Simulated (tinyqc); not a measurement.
Worked calculation (part 2 of 2): CCSD on RHF in the sto-6g basis, frozen core, for BeH2, spin multiplicity 1. Computed by tinyqc, a small Python program that keeps every step (integrals from PySCF). Command: `OMP_NUM_THREADS=1 python tinyqc.py 21554 21555 out.jsonl` (the two numbers bound the seeds that draw the settings). One thread of a shared host (Intel(R) Xeon(R) Processor @ 2.60GHz), about 0.4 s of CPU time with the checks.

Geometry (angstrom):
```
atom         x          y         z
Be    0.000000   0.000000  0.000000
H     0.000000   1.574000  0.107000
H     0.000000  -1.574000  0.107000
```

## Integrals over molecular orbitals

coefficients C:
```
               MO1        MO2        MO3        MO4       MO5        MO6        MO7
1Be 1s    0.994772  -0.201490   0.000000   0.038038  0.000000  -0.214579   0.000000
1Be 2s    0.020699   0.602318   0.000000  -0.167720  0.000000   1.037494   0.000000
1Be 2px   0.000000   0.000000   0.000000   0.000000  1.000000   0.000000   0.000000
1Be 2py   0.000000   0.000000   0.495161   0.000000  0.000000   0.000000   1.205824
1Be 2pz  -0.000127   0.015222   0.000000   0.984656  0.000000   0.180993   0.000000
2H 1s    -0.002527   0.396060   0.433110   0.083614  0.000000  -0.717523  -0.822398
3H 1s    -0.002527   0.396060  -0.433110   0.083614  0.000000  -0.717523   0.822398
```

core Hamiltonian H = T + V (hartree):
```
            1Be 1s     1Be 2s    1Be 2px    1Be 2py    1Be 2pz      2H 1s      3H 1s
1Be 1s   -8.616888  -2.029023   0.000000   0.000000  -0.001855  -0.341403  -0.341403
1Be 2s   -2.029023  -2.728699   0.000000   0.000000  -0.016435  -0.959332  -0.959332
1Be 2px   0.000000   0.000000  -2.227292   0.000000   0.000000   0.000000   0.000000
1Be 2py   0.000000   0.000000   0.000000  -2.406978   0.000000  -1.066752   1.066752
1Be 2pz  -0.001855  -0.016435   0.000000   0.000000  -2.228122  -0.073884  -0.073884
2H 1s    -0.341403  -0.959332   0.000000  -1.066752  -0.073884  -1.976962  -0.055044
3H 1s    -0.341403  -0.959332   0.000000   1.066752  -0.073884  -0.055044  -1.976962
```

Given earlier and not repeated: Two-electron integrals (ij|kl) in chemists' order.

(pq|rs) = sum C_ip C_jq C_kr C_ls (ij|kl), one index at a time.

one-electron integrals over orbitals h = C^T H C (hartree):
```
           1          2          3          4          5          6          7
1  -8.608142   0.207733   0.000000  -0.041160   0.000000   0.208520   0.000000
2   0.207733  -2.293793   0.000000   0.023550   0.000000  -0.253381   0.000000
3   0.000000   0.000000  -2.226298   0.000000   0.000000   0.000000  -0.313450
4  -0.041160   0.023550   0.000000  -2.221593   0.000000  -0.041415   0.000000
5   0.000000   0.000000   0.000000   0.000000  -2.227292   0.000000   0.000000
6   0.208520  -0.253381   0.000000  -0.041415   0.000000  -1.917093   0.000000
7   0.000000   0.000000  -0.313450   0.000000   0.000000   0.000000  -1.868054
```

Two-electron integrals over orbitals (pq|rs), unique and non-zero (hartree); the lowest 1 orbital is frozen and left out:
```
(22|22) 0.373541    (32|32) 0.159299    (33|22) 0.385271    (33|33) 0.408324
(42|22) 0.006253    (42|33) 0.008078    (42|42) 0.047160    (43|32) 0.011921
(43|43) 0.013726    (44|22) 0.351209    (44|33) 0.334018    (44|42) -0.023557
(44|44) 0.451713    (52|52) 0.046741    (53|53) 0.012342    (54|52) -0.007531
(54|54) 0.025159    (55|22) 0.352189    (55|33) 0.333993    (55|42) -0.009156
(55|44) 0.400664    (55|55) 0.450117    (62|22) -0.014093   (62|33) -0.040093
(62|42) -0.004373   (62|44) 0.064178    (62|55) 0.068117    (62|62) 0.083627
(63|32) -0.091166   (63|43) -0.010078   (63|63) 0.085546    (64|22) 0.001195
(64|33) -0.004102   (64|42) 0.041584    (64|44) -0.002005   (64|55) 0.006825
(64|62) 0.018993    (64|64) 0.046570    (65|52) 0.045944    (65|54) -0.004765
(65|65) 0.049063    (66|22) 0.377033    (66|33) 0.386569    (66|42) 0.019734
(66|44) 0.350449    (66|55) 0.354789    (66|62) -0.021321   (66|64) 0.012442
(66|66) 0.398222    (72|32) -0.040126   (72|43) -0.009683   (72|63) 0.062579
(72|72) 0.058010    (73|22) -0.000129   (73|33) -0.018384   (73|42) -0.013361
(73|44) 0.069874    (73|55) 0.070725    (73|62) 0.078593    (73|64) 0.009640
(73|66) -0.018356   (73|73) 0.087936    (74|32) -0.021808   (74|43) 0.011539
(74|63) 0.013711    (74|72) 0.004222    (74|74) 0.020090    (75|53) 0.013232
(75|75) 0.016968    (76|32) 0.137983    (76|43) 0.012924    (76|63) -0.088469
(76|72) -0.046938   (76|74) -0.018537   (76|76) 0.132535    (77|22) 0.399069
(77|33) 0.414915    (77|42) 0.001462    (77|44) 0.377516    (77|55) 0.376774
(77|62) -0.017582   (77|64) -0.004357   (77|66) 0.408907    (77|73) 0.004046
(77|77) 0.451748
```

## CCSD: starting amplitudes

orbital energies (hartree): MO1 -4.603760, MO2 -0.417363, MO3 -0.375076, MO4 0.207275, MO5 0.210091, MO6 0.354987, MO7 0.683911

t_ij^ab = <ij||ab> / (e_i + e_j - e_a - e_b), whose energy is MP2.

Starting amplitudes (spin orbitals 1a, 1b, ...; amplitudes related by a flip of all spins are not repeated):
```
from      to          t
3a 3b  6a 6b  -0.058588
2a 2b  6a 6b  -0.054138
2a 3b  6a 7b  -0.042915
3a 3b  7a 7b  -0.041519
2a 2b  4a 4b  -0.037750
2a 2b  5a 5b  -0.037247
2a 3b  6b 7a   0.034171
2a 2b  7a 7b  -0.026338
3a 3b  4a 4b  -0.011785
3a 3b  5a 5b  -0.010546
2a 3a  6a 7a  -0.008744
2a 3b  4a 7b   0.007936
3a 3b  4a 6b   0.007679
2a 3b  4b 7a  -0.005751
2a 2b  4a 6b   0.003130
2a 3a  4a 7a   0.002185
```

correlation energy = -0.03035568 hartree

## CCSD: amplitude update 1

t_i^a D_i^a and t_ij^ab D_ij^ab are set to the remaining terms of the spin-orbital equations, evaluated with the old amplitudes; for the doubles these are <ij||ab> + 1/2 <ab||ef> t_ij^ef + 1/2 <mn||ij> t_mn^ab + P(ij)P(ab) <mb||ej> t_im^ae + terms in t^2 + terms with t1, D the orbital-energy denominators.

Amplitudes after update 1 (spin orbitals 1a, 1b, ...; amplitudes related by a flip of all spins are not repeated):
```
from      to          t
3a 3b  6a 6b  -0.082734
2a 2b  6a 6b  -0.071373
2a 3b  6a 7b  -0.060097
3a 3b  7a 7b  -0.053897
2a 3b  6b 7a   0.050318
2a 2b  4a 4b  -0.047358
2a 2b  5a 5b  -0.046675
2a 2b  7a 7b  -0.035613
3a 3b  4a 6b   0.012477
2a 3b  4a 7b   0.010980
2a 3a  6a 7a  -0.009779
2a 3b  4b 7a  -0.008458
3a 3b  4a 4b  -0.008303
3a 3b  5a 5b  -0.006232
2a        6a   0.006047
2a 2b  4a 6b   0.004468
2a 3a  4a 7a   0.002523
2a        4a  -0.002447
3a        7a  -0.000701
```

correlation energy = -0.04127873 hartree

## CCSD: convergence

E_corr = 1/4 sum <ij||ab> t_ij^ab + 1/2 sum <ij||ab> t_i^a t_j^b; stop when the norm of the change is below 1e-8.

Course of the amplitude iterations:
```
update  correlation energy (hartree)  norm of the change
0                        -0.03035568                   -
1                        -0.04127873            1.01e-01
2                        -0.04543558            4.16e-02
3                        -0.04824036            1.82e-02
4                        -0.04821755            2.99e-03
5                        -0.04823987            8.01e-04
6                        -0.04823634            8.39e-05
7                        -0.04823622            2.74e-05
8                        -0.04823661            5.75e-06
9                        -0.04823663            1.53e-06
10                       -0.04823660            5.69e-07
11                       -0.04823660            1.17e-07
12                       -0.04823660            2.04e-08
13                       -0.04823660            4.36e-09
```

Converged amplitudes (spin orbitals 1a, 1b, ...; amplitudes related by a flip of all spins are not repeated):
```
from      to          t
3a 3b  6a 6b  -0.106311
2a 2b  6a 6b  -0.078816
2a 3b  6a 7b  -0.070329
2a 3b  6b 7a   0.059766
3a 3b  7a 7b  -0.059647
2a 2b  4a 4b  -0.054214
2a 2b  5a 5b  -0.053304
2a 2b  7a 7b  -0.041730
3a 3b  4a 6b   0.018713
2a 3b  4a 7b   0.013152
2a        6a   0.012981
2a 3a  6a 7a  -0.010563
2a 3b  4b 7a  -0.010405
2a        4a  -0.006617
2a 2b  4a 6b   0.005278
3a        7a  -0.003375
2a 3a  4a 7a   0.002747
3a 3b  5a 5b   0.002653
3a 3b  4a 4b  -0.000642
```

CCSD total energy = -15.72117091 hartree

T1 diagnostic, norm of the one-spin t1 over sqrt(correlated electrons) = 0.007478

Converged in 13 updates, with DIIS from the third.
